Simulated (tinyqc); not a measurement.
## Capacitances against the distance to each plane

Endless row of lines of width wl, height tl and space sl between grounded planes at distance hd; e2 fills the gaps beside the lines, e1 the rest. Laplace's equation is solved on meshes of 3, 6 and 12 steps per unit u and extrapolated (Aitken), which is good to about 0.2 %. C_even (all lines at 1 V) is the capacitance Cg to the planes; C_odd (neighbours in antiphase) = Cg + 4 Cc if only nearest neighbours couple, which defines Cc; total with quiet neighbours Cg + 2 Cc. Plate values 2 eps0 e1 wl/hd and eps0 e2 tl/sl.

Parameters, values chosen for the exercise:

| symbol | value | unit | meaning |
|---|---|---|---|
| e1 | 2.4 |  | relative permittivity above and below the lines |
| e2 | 2 |  | relative permittivity between the lines |
| wl | 6 | u | line width, in units u |
| tl | 10 | u | line height |
| sl | 6 | u | space between lines |

Constants: eps0 = 8.8541878128e-12 F/m. Results are converted to the units shown.

The same in every row: plate Cc (aF/um) = 29.5.

Capacitances against the distance to each plane:
columns A: hd (u); B: Cg (aF/um); C: Cc (aF/um); D: Cg + 2 Cc (aF/um); E: C_odd (aF/um); F: plate Cg (aF/um); G: share of coupling, 2 Cc/(Cg + 2 Cc) (%)
```
A      B     C    D    E     F     G
2    203  22.9  249  295   128  18.4
3    144  26.5  197  250  85.0  26.9
4    112  29.5  171  230  63.8  34.5
5   91.8  32.0  156  220  51.0  41.1
6   77.7  34.2  146  214  42.5  46.8
8   59.6  37.5  135  209  31.9  55.7
10  48.3  39.9  128  208  25.5  62.3
```

As hd goes from 2 to 10, Cg falls from 203 to 48.3 aF/um, Cc rises from 22.9 to 39.9 aF/um and the share of coupling rises from 18.4 to 62.3 %. Cg is 1.59 times its plate value in the first row and 1.89 times in the last; for Cc the ratios are 0.777 and 1.35. Neighbours in antiphase raise the load by a factor of 1.18 and 1.62 over quiet ones. For hd = 10 the planes are farther than 0.8 of the pitch, so second neighbours couple too and Cg + 2 Cc understates the quiet load by a per cent or more.

tinyqc, about 0.8 s, one thread, Intel Xeon 2.30GHz (shared host): `OMP_NUM_THREADS=1 python tinyqc.py 2790197 2790198 out.jsonl`
